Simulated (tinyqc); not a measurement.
MOS capacitor on a p-type substrate, surface potential from the exact charge relation: one step of the calculation.

Uniform p-type substrate, Boltzmann statistics, full ionisation, classical densities. psi is the surface potential against the body (positive when the bands bend down) and u = psi/Vt. Traps are spread evenly over the gap and neutral at flat band, so their charge is -q Dit psi; the minority quasi-Fermi level is shifted by Vb.

Question. Flat band, threshold and scales. ni = sqrt(Nc Nv) exp(-Eg/(2 Vt)), Eg in volts; phiF = Vt ln(N/ni); Cox = eps0 eox/tox; Vfb = phiM - chi - (Eg - Vt ln(Nv/N)) - q Nf/Cox; Q0 = sqrt(2 eps0 eps_r q N Vt); r = (ni/N)^2 exp(-Vb/Vt); VT = Vfb + [(2 phiF + Vb)(1 + q Dit/Cox) + sqrt(2 eps0 eps_r q N (2 phiF + Vb))/Cox].

Values chosen for this exercise; band and dielectric values close to those of germanium: temperature T = 300 K; band gap Eg = 0.662 eV; relative permittivity eps_r = 16.2; conduction-band density of states at T Nc = 1.03e19 cm^-3; valence-band density of states at T Nv = 5.96e18 cm^-3; electron affinity chi = 4.08 eV; acceptor density of the substrate N = 1.5e17 cm^-3; relative permittivity of the gate insulator (close to hafnium oxide) eox = 22.6; insulator thickness tox = 15 nm; gate work function phiM = 4.41 eV; fixed charge at the interface, in units of q Nf = -3.6e10 cm^-2; density of interface traps Dit = 0 cm^-2 eV^-1; reverse bias of the inversion layer against the body Vb = 0 V.

Constants: q = 1.602176634e-19 C, kB = 1.380649e-23 J/K, Vt = kB T/q, eps0 = 8.8541878128e-14 F/cm where lengths are in cm. Results are converted to the units shown.

Find: ni; phiF; Cox; Vfb; Q0; r; VT.

Answer.

ni = 2.155e13 cm^-3
phiF = 0.2287 V
Cox = 1.334 uF/cm^2
Vfb = -0.2325 V
Q0 = 42.22 nC/cm^2
r = 2.064e-8
VT = 0.3581 V

Computed by the program tinyqc: `OMP_NUM_THREADS=1 python tinyqc.py 2060157 2060158 out.jsonl`, one thread of a shared Intel Xeon 2.30GHz, about 0.01 s for the whole run.
